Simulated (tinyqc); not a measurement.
# Thickness from two neighbouring fringes

Problem. At normal incidence a transparent film with an index between those of air and substrate, taken as constant, has reflectance minima at 2 n1 d = (m + 1/2) lam (small phase shifts at the substrate neglected). Find d and the order m of the shorter wavelength.

Parameters, values chosen for the exercise:
- n1 = 2.396 (index of the transparent film)

wavelengths of two neighbouring reflectance minima (nm): 456  638.4

Solution. Neighbouring orders differ by one: 2 n1 d (1/lam1 - 1/lam2) = 1.

d = 333 nm
m = 3

tinyqc, about 0.01 s, one thread, Intel Xeon 2.30GHz (shared host): `OMP_NUM_THREADS=1 python tinyqc.py 2870105 2870106 out.jsonl`
